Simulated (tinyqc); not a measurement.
# The weight eta from points of equal mobility

Inverse problem. If the mobility depends on E = q (Ndep + eta Ns)/(eps0 eps_r) alone, two points of equal mobility on its falling branch have equal E. Find eta and E.

Values chosen for this exercise:
- eps_r = 11.5 (relative permittivity of the semiconductor)

Constants: q = 1.602176634e-19 C, eps0 = 8.8541878128e-14 F/cm where lengths are in cm. Results are converted to the units shown.

Ndep at two body biases (cm^-2): 3.2976944e12  5.3126982e12
Ns at which the mobility is the same (cm^-2): 1.7e13  1.0703113e13

Solution. eta is the ratio of the differences of Ndep and Ns.

eta = 0.3200
E = 1.375 MV/cm

Computed by the program tinyqc: `OMP_NUM_THREADS=1 python tinyqc.py 2510014 2510015 out.jsonl`, one thread of a shared Intel Xeon 2.30GHz, about 0.01 s for the whole run.
